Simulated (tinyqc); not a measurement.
From results to parameters: Luttinger model of the valence bands. Computed by the program tinyqc.

Problem. In the four-band Luttinger model 1/m = g1 -/+ 2 g2 along [100] and g1 -/+ 2 g3 along [111]. Find g1, g2, g3 and the light hole mass along [111].

heavy and light hole masses along [100] (electron masses): 0.278552  0.090662
heavy hole mass along [111] = 0.636943 electron masses

Solution. The mean of the two inverse masses along [100] is g1 and a quarter of their difference is g2; g3 = (g1 - 1/m_hh[111])/2.

g1, g2, g3: 7.3100  1.8600  2.8700
light hole mass along [111] = 0.0766 electron masses
